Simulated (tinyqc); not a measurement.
# Inputs raised by 5 %, one at a time

Model: longitudinal sound in a periodic multilayer: transfer matrices, stop bands and folded phonons. Computed by tinyqc, a small Python program. Command: `OMP_NUM_THREADS=1 python tinyqc.py 3029832 3029833 out.jsonl multilayer sens`. One thread of a shared host (Intel(R) Xeon(R) Processor @ 2.30GHz), about 0.01 s of CPU time with the checks.

Layers 1 and 2 repeat with period d = d_1 + d_2; waves travel normal to the layers, without loss. State vector (u, s): displacement u and stress divided by omega. Impedances Z = rho v are in 1e6 kg/(m^2 s).

Inputs (values chosen for the exercise, modelled on gallium nitride (layer 1), aluminium nitride (layer 2) and silica (substrate)):
```
quantity            value    unit
density rho_1        6.17  g/cm^3
velocity v_1         7950     m/s
thickness d_1        29.2      nm
density rho_2        3.31  g/cm^3
velocity v_2        11000     m/s
thickness d_2        19.6      nm
substrate density    2.18  g/cm^3
substrate velocity   5870     m/s
periods N               2       -
```

Method:
- Z = rho v; interface reflection r = (Z_2 - Z_1)/(Z_2 + Z_1) (stress amplitude, from 1 into 2); Bragg frequency f_B = 1/[2 (d_1/v_1 + d_2/v_2)]; long-wave velocity v_eff = d/sqrt[(d_1/v_1)^2 + (d_2/v_2)^2 + (Z_1/Z_2 + Z_2/Z_1)(d_1/v_1)(d_2/v_2)].
- A layer maps (u, s) by [[cos p, sin p/Z], [-Z sin p, cos p]], p = 2 pi f d_i/v_i; one period is M = M_2 M_1, and cos(q d) = trace(M)/2.
- For N periods A = M^N. A wave comes from a thick layer of material 1 and leaves into the substrate (Z_s): transmitted power T = 4 Z_1 Z_s/|Z_1 A_22 + Z_s A_11 - i (Z_1 Z_s A_12 - A_21)|^2, reflected power R = 1 - T.
- Gap m contains m f_B; its edges, where trace(M)/2 = (-1)^m, are found by root search. Weak-contrast estimate of the width: (4 f_B/pi) |r sin(m pi a)|, a = (d_1/v_1)/(d_1/v_1 + d_2/v_2).

Runs:
```
input moved                  from      to  Bragg frequency f_B (GHz)  width/f_B (%)  transmitted power at f_B  lower edge (GHz)
base run                        -       -                      91.66          16.15                    0.8600             84.06
density rho_1 (g/cm^3)       6.17  6.4785                      91.66          18.76                    0.8468             82.80
velocity v_1 (m/s)           7950  8347.5                      94.70          19.14                    0.8606             85.39
thickness d_1 (nm)           29.2   30.66                      88.68          15.81                    0.8478             81.46
density rho_2 (g/cm^3)       3.31  3.4755                      91.66          13.52                    0.8518             85.33
velocity v_2 (m/s)          11000   11550                      93.11          13.24                    0.8406             86.79
thickness d_2 (nm)           19.6   20.58                      90.19          16.47                    0.8725             82.59
substrate density (g/cm^3)   2.18   2.289                      91.66          16.15                    0.8711             84.06
```

Exponents ln(y'/y) / ln(x'/x):
```
input              Bragg frequency f_B  width/f_B  transmitted power at f_B  lower edge
density rho_1                    0.000      3.072                    -0.318      -0.311
velocity v_1                     0.668      3.479                     0.013       0.321
thickness d_1                   -0.679     -0.431                    -0.294      -0.646
density rho_2                    0.000     -3.634                    -0.198       0.305
velocity v_2                     0.321     -4.065                    -0.468       0.654
thickness d_2                   -0.332      0.407                     0.295      -0.364
substrate density                0.000      0.000                     0.263       0.000
```

Which inputs matter most for each result?

Among the inputs moved here: Bragg frequency f_B answers most in size to thickness d_1 (exponent -0.679), and about equally to velocity v_1 (+0.668); its exponent is below 0.0005 for density rho_1, density rho_2, substrate density. Its exponent 0.000 in density rho_1: f_B depends on transit times alone. Its exponent 0.000 in density rho_2: f_B depends on transit times alone. width/f_B answers most in size to velocity v_2 (exponent -4.065), next to density rho_2 (-3.634); its exponent is below 0.0005 for substrate density. Its exponent 0.000 in substrate density: the bands belong to the infinite stack. Transmitted power at f_B answers most in size to velocity v_2 (exponent -0.468), next to density rho_1 (-0.318). Lower edge answers most in size to velocity v_2 (exponent +0.654), and about equally to thickness d_1 (-0.646); its exponent is below 0.0005 for substrate density.
